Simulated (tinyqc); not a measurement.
Equilibrium and kinetic segregation of a solute to boundaries and growing surfaces: one step, computed by the program tinyqc. Command: `OMP_NUM_THREADS=1 python tinyqc.py 3026324 3026325 out.jsonl segreg walk`. One thread of a shared host (Intel(R) Xeon(R) Processor @ 2.30GHz), about 0.01 s of CPU time with the checks.

Task: Depletion of small grains. With theta the solute fraction on boundary sites and x that in the grains, theta/(1 - theta) = [x/(1 - x)] exp[(Q + z w theta)/(k_B T)]. Finite grains: boundary sites are the fraction f = 3 delta/d, and x0 = (1 - f) x + f theta; solve both equations for theta; share at boundaries = f theta/x0.

Inputs (values chosen for the exercise, for a model alloy):

| quantity | value | unit |
|---|---|---|
| segregation energy Q | 0.556 | eV |
| interaction z w (positive attracts) | -0.094 | eV |
| total solute fraction x0 | 0.00041 | - |
| temperature T | 800 | K |
| grain size d | 73 | nm |
| boundary thickness delta | 0.51 | nm |

Isotherm: Fowler-Guggenheim.

Constants: k_B = 8.617333262e-05 eV/K.

Give: site fraction f; coverage theta; fraction x left in the grains; share of solute at boundaries; enrichment theta/x.

Result:

site fraction f = 0.020959

coverage theta = 0.019266

fraction x left in the grains = 6.3387e-06

share of solute at boundaries = 98.486 %

enrichment theta/x = 3039.4
